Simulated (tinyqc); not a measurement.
Which input was changed? Model: X-ray reflectivity of a thin film on silicon: critical angles, Parratt recursion, fringes and roughness. Computed by tinyqc, a small Python program. Command: `OMP_NUM_THREADS=1 python tinyqc.py 3120727 3120728 out.jsonl xrr which`. One thread of a shared host (Intel(R) Xeon(R) Processor @ 2.30GHz), about 0.05 s of CPU time with the checks.

n = 1 - delta + i beta; the classical electron radius is r_e = 2.8179403e-6 nm. Layer 0 is vacuum, 1 the film, 2 the substrate.

Inputs (values chosen for the exercise, modelled on HfO2 on silicon, copper K-alpha radiation):
```
quantity                                        value     unit
wavelength lambda                             0.15406       nm
film density rho                                 10.2   g/cm^3
effective electrons per unit mass, film         0.419    mol/g
beta/delta, film                                0.068        -
film thickness d                                 16.2       nm
roughness of the surface sigma_1                 0.23       nm
roughness of the interface sigma_2                0.4       nm
substrate density                                2.33   g/cm^3
effective electrons per unit mass, substrate    0.507    mol/g
beta/delta, substrate                           0.023        -
grazing angle theta                              1.41  degrees
```

Constants: N_A = 6.02214076e+23 1/mol.

Method:
- delta = r_e lambda^2 rho_e/(2 pi), rho_e = density x electrons per mass x N_A; critical angle sqrt(2 delta), q_c = 4 sqrt(pi r_e rho_e).
- k_j = (2 pi/lambda) sqrt(sin^2 theta - 2 delta_j + 2 i beta_j); r_ij = (k_i - k_j)/(k_i + k_j) x exp(-2 k_i k_j sigma^2) (Nevot-Croce); r = (r_01 + r_12 p)/(1 + r_01 r_12 p), p = exp(2 i k_1 d); R = |r|^2.
- Far above the critical angle the period is d theta = lambda/(2 d), or 2 pi/d in q; the envelope runs between (|r_01| - |r_12 p|)^2 and (|r_01| + |r_12 p|)^2; contrast = 2 a b/(a^2 + b^2) with a = |r_01|, b = |r_12 p|; roughness factors on the amplitudes are about exp(-q^2 sigma^2/2).

Task: One of these inputs alone was changed, within the range given: roughness of the surface sigma_1 (0.115 to 0.46); roughness of the interface sigma_2 (0.2 to 0.8); grazing angle theta (0.705 to 2.82); beta/delta, film (0.034 to 0.136). Which one, and to what value?

Results:
```
run     roughness factor, surface   contrast  critical angle of the film (degrees)
before                  0.8989263  0.8362293                             0.4241173
after                   0.8732890  0.8135850                             0.4241173
```

Result:

Each candidate set to reproduce roughness factor, surface, and what it then gives:
```
candidate                                range searched  value needed  contrast  critical angle of the film (degrees)
roughness of the surface sigma_1 (nm)     0.115 to 0.46        0.2594   0.84875                               0.42412
roughness of the interface sigma_2 (nm)      0.2 to 0.8     no effect         -                                     -
grazing angle theta (degrees)             0.705 to 2.82         1.590   0.81359                               0.42412
beta/delta, film                         0.034 to 0.136     no effect         -                                     -
```

Only grazing angle theta fits every result: it went from 1.41 to 1.59 degrees. The next best candidate, roughness of the surface sigma_1, misses one result by 4.3 %.
